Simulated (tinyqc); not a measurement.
Schottky diode by the thermionic emission-diffusion theory: two steps of the calculation.

Metal on an n-type semiconductor with one parabolic valley; V > 0 is forward bias (metal positive). The band bends as a parabola over the depletion layer, by Vd = Vbi - V; no image force. Carriers drift and diffuse up to the interface and leave it with the velocity vR.

Inputs (values chosen for the exercise); band and dielectric values close to those of In0.53Ga0.47As:
- T = 200 K (temperature)
- eps_r = 13.9 (relative permittivity)
- mun = 11000 cm^2/(V s) (electron mobility)
- phi = 0.45 eV (barrier height seen from the metal)
- Nd = 1.6e15 cm^-3 (donor density)
- V = 0.11 V (bias)

Constants: q = 1.602176634e-19 C, kB = 1.380649e-23 J/K, Vt = kB T/q, eps0 = 8.8541878128e-14 F/cm where lengths are in cm. Results are converted to the units shown.

Task 1. Diffusion velocity. LD = sqrt(eps0 eps_r Vt/(q Nd)), a = sqrt((Vbi - V)/Vt), D(a) = exp(-a^2) int_0^a exp(s^2) ds (Dawson), vD = mun Vt/(sqrt(2) LD D(a)). For large a, vD tends to mun times the surface field sqrt(2 q Nd (Vbi - V)/(eps0 eps_r)).

Vbi = 0.37618901 V

Give: LD; a; D(a); vD; mun times the surface field.

Result 1.

LD = 90.964 nm
a = 3.9300
D(a) = 0.13183
vD = 1.1179e8 cm/s
mun times the surface field = 1.1583e8 cm/s

Task 2. Current density. J = q Nc [vR vD/(vR + vD)] exp(-phi/Vt) [exp(V/Vt) - 1]. The quasi-Fermi level drops by Vt ln[(vR + vD)/(vD + vR exp(-V/Vt))] over the layer.

Nc = 1.1589778e17 cm^-3
vR = 1.0769004e7 cm/s
vD = 1.1178752e8 cm/s

Wanted: effective velocity; J; J over the pure emission value; drop of the quasi-Fermi level over the layer.

Result 2.

effective velocity = 9.8227e6 cm/s
J = 4.9279e-4 A/cm^2
J over the pure emission value = 0.91213
drop of the quasi-Fermi level over the layer = 1.5823 meV

Emission limits the current: vD is more than five times vR.

tinyqc, about 0.01 s, one thread, Intel Xeon 2.30GHz (shared host): `OMP_NUM_THREADS=1 python tinyqc.py 2640090 2640091 out.jsonl`
